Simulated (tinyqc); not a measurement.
Non-radiative capture by multiphonon emission, one effective mode. Inputs raised by 5 %, one at a time. Computed by tinyqc, a small Python program. Command: `OMP_NUM_THREADS=1 python tinyqc.py 3027044 3027045 out.jsonl capture sens`. One thread of a shared host (Intel(R) Xeon(R) Processor @ 2.30GHz), about 0.04 s of CPU time with the checks.

The initial state (free carrier plus empty centre) lies dE above the final state; both have the same frequency and are displaced by dQ.

Inputs (values chosen for the exercise, with mass, screening and phonons like those of AlN):
```
quantity                     value                   unit
energy released dE            2.18                     eV
phonon energy hbar omega      95.6                    meV
Huang-Rhys factor S           12.6                      -
electron-phonon coupling W  0.0026  eV/(u^(1/2) angstrom)
cell volume V                 2380             angstrom^3
degeneracy g                     2                      -
broadening b                    49                    meV
carrier mass m               0.314                    m_0
dielectric constant eps       8.17                      -
temperature T                  120                      K
defect density N_t           1e+16                  cm^-3
```

Centre: attractive.

Constants: hbar^2/u = 4.18015928e-03 eV angstrom^2; k_B = 8.617333262e-05 eV/K; hbar = 6.582119569e-16 eV s; Ry = 13.605693123 eV; k_B = 1.380649e-23 J/K; m_0 = 9.1093837015e-31 kg.

Method:
- dQ = sqrt(2 S (hbar^2/u)/hbar omega); relaxation energy lambda = S hbar omega; phonons needed P = dE/hbar omega; classical barrier E_b = (dE - lambda)^2/(4 lambda); occupation n = 1/(exp(hbar omega/k_B T) - 1).
- Huang-Rhys weight for a net emission of p phonons: L_p = exp(-S (2n + 1)) ((n + 1)/n)^(p/2) I_p(2 S sqrt(n (n + 1))), I_p the modified Bessel function.
- M_p = sum_m w_m <m_i|Q|(m + p)_f>^2 with Q counted from the final minimum and Boltzmann weights w_m for m = 0..24; <m_i|Q|k_f> = sqrt((hbar^2/u)/(2 hbar omega)) [sqrt(k) <m|k-1> + sqrt(k+1) <m|k+1>], with overlaps of oscillators displaced by d = sqrt(2 S) summed on 1500 points from -16 to 16 + d.
- The delta function is a Gaussian of standard deviation b at dE - p hbar omega.
- C_0 = V (2 pi/hbar) g W^2 sum_p M_p Gaussian_p. The sum runs over the seven p from round(P) - 3 to round(P) + 3; 1 angstrom^3 = 1e-24 cm^3.
- Sommerfeld factor of an attractive centre: s(k) = 2 pi nu/(1 - exp(-2 pi nu)), nu = sqrt(Ry*/E), Ry* = Ry m/eps^2, averaged over (2/sqrt(pi)) sqrt(x) exp(-x) dx with x = E/k_B T = t^2 (trapezoid, t to 6 in steps of 0.01).
- C = s C_0; v = sqrt(3 k_B T/m); sigma = C/v; tau = 1/(C N_t).

Runs:
```
input moved                                           from        to  cross-section sigma (cm^2)  classical barrier E_b (eV)  capture time (s)  Sommerfeld factor s
base run                                                 -         -                   2.884e-17                      0.1975         2.630e-07                17.64
energy released dE (eV)                               2.18     2.289                   1.508e-17                      0.2441         5.030e-07                17.64
Huang-Rhys factor S                                   12.6     13.23                   4.583e-17                      0.1656         1.655e-07                17.64
electron-phonon coupling W (eV/(u^(1/2) angstrom))  0.0026   0.00273                   3.180e-17                      0.1975         2.386e-07                17.64
temperature T (K)                                      120       126                   2.747e-17                      0.1975         2.695e-07                17.21
carrier mass m (m_0)                                 0.314    0.3297                   3.028e-17                      0.1975         2.567e-07                18.07
dielectric constant eps                               8.17    8.5785                   2.747e-17                      0.1975         2.762e-07                16.80
defect density N_t (cm^-3)                           1e+16  1.05e+16                   2.884e-17                      0.1975         2.505e-07                17.64
```

Exponents ln(y'/y) / ln(x'/x):
```
input                       cross-section sigma  classical barrier E_b  capture time  Sommerfeld factor s
energy released dE                      -13.286                  4.342        13.286                  0.0
Huang-Rhys factor S                       9.493                 -3.613        -9.493                  0.0
electron-phonon coupling W                2.000                  0.000        -2.000                  0.0
temperature T                            -0.995                  0.000         0.495                 -0.5
carrier mass m                            1.000                  0.000        -0.500                  0.5
dielectric constant eps                  -1.000                  0.000         1.000                 -1.0
defect density N_t                        0.000                  0.000        -1.000                  0.0
```

To which inputs is each result most sensitive?

Among the inputs moved here: cross-section sigma answers most in size to energy released dE (exponent -13.286), next to Huang-Rhys factor S (+9.493); its exponent is below 0.0005 for defect density N_t. Classical barrier E_b answers most in size to energy released dE (exponent +4.342), next to Huang-Rhys factor S (-3.613); its exponent is below 0.0005 for electron-phonon coupling W, temperature T, carrier mass m, dielectric constant eps, defect density N_t. Capture time answers most in size to energy released dE (exponent +13.286), next to Huang-Rhys factor S (-9.493). Its exponent -1.000 in defect density N_t: tau = 1/(C N_t). Sommerfeld factor s answers most in size to dielectric constant eps (exponent -1.000), next to temperature T (-0.500); its exponent is below 0.0005 for energy released dE, Huang-Rhys factor S, electron-phonon coupling W, defect density N_t. Its exponent -0.500 in temperature T: the attractive limit s = 4 sqrt(pi Ry*/k_B T). Its exponent +0.500 in carrier mass m: the attractive limit, s goes as sqrt(Ry*).

Extremes, crossings and ranges named in words are read from the listed rows.
